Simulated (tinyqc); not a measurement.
Length of a molecular wire: coherent transport through a tight-binding bridge. Computed by the program tinyqc. 

A uniform bridge between two chains:

| parameter | value |
|---|---|
| site energy (eV) | 2.550000 |
| hopping in the bridge (eV) | 0.930000 |
| lead hopping (eV) | 1.640000 |
| couplings (eV) | 0.33, 1 |
| E (eV) | 0.460000 |

T = Gamma_L Gamma_R |G_1n|^2 with the self-energies of semi-infinite chains.

Transmission against length:

| sites | T | ln T |
|---|---|---|
| 2 | 8.9151e-03 | -4.7200 |
| 3 | 3.0575e-03 | -5.7902 |
| 4 | 1.1070e-03 | -6.8061 |
| 5 | 4.0879e-04 | -7.8023 |
| 6 | 1.5206e-04 | -8.7913 |
| 7 | 5.6713e-05 | -9.7775 |
| 8 | 2.1174e-05 | -10.7627 |
| 9 | 7.9083e-06 | -11.7476 |
| 10 | 2.9541e-06 | -12.7323 |

E lies outside the band of the bridge (|E - e|/2h = 1.124 > 1), so T decays as exp(-beta n) with beta = 2 arccosh(1.124) = 0.9846 a site; the last two rows give 0.9847.
